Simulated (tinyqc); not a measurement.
Thermodynamics of metal silicides: hull, first phase, silicon consumed, nucleation and stability against SiO2: one step, computed by the program tinyqc. Command: `OMP_NUM_THREADS=1 python tinyqc.py 3008585 3008586 out.jsonl silphase walk`. One thread of a shared host (Intel(R) Xeon(R) Processor @ 2.30GHz), about 0.01 s of CPU time with the checks.

Entropies of formation of the solids are neglected, so heats stand for free energies. Si fractions: M2Si 0.3333, MSi 0.5000, MSi2 0.6667.

Task: First phase. Effective heat of formation: at the interface the mixture has the Si fraction x_e; the limiting element scales the heat, H_eff = H x_e/x if x_e < x, H (1 - x_e)/(1 - x) otherwise. The rule names the most negative as the first phase; its restriction to congruently melting phases is left out here.

Inputs (values chosen for the exercise, for a model metal):
```
quantity                                value          unit
heat of formation of M2Si               -52.8  kJ/mol atoms
heat of formation of MSi                -62.2  kJ/mol atoms
heat of formation of MSi2               -28.5  kJ/mol atoms
Si fraction x_e at the lowest liquidus   0.21             -
```

Phases: M2Si, MSi, MSi2.

Give: H_eff; most negative H_eff.

Result:

H_eff (kJ/mol atoms): M2Si -33.2640, MSi -26.1240, MSi2 -8.9775

most negative H_eff = -33.264 kJ/mol atoms

The rule picks M2Si, ahead of MSi by 7.1 kJ/mol; it is not the phase with the most negative heat itself. The rule is empirical and ignores nucleation barriers.
